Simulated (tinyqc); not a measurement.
## Gate sheet resistance from two finger widths

Inverse problem. At low frequency R = Rsh Wf/(3 L) + B/Wf, where B collects the channel and vertical terms. Find Rsh, B and the width of lowest R.

Values chosen for this exercise: channel length L = 0.58 um.

input resistance of single fingers, contacted at one end, of width 0.63 and 7.5 um (ohm): [144.12438, 27.086207]

Answer. R Wf is a straight line in Wf^2; the minimum of R lies where both terms are equal.

Rsh = 3.500 ohm/square
B = 90.00 ohm um
width of lowest R = 6.689 um

tinyqc, about 0.01 s, one thread, Intel Xeon 2.30GHz (shared host): `OMP_NUM_THREADS=1 python tinyqc.py 2262093 2262094 out.jsonl`
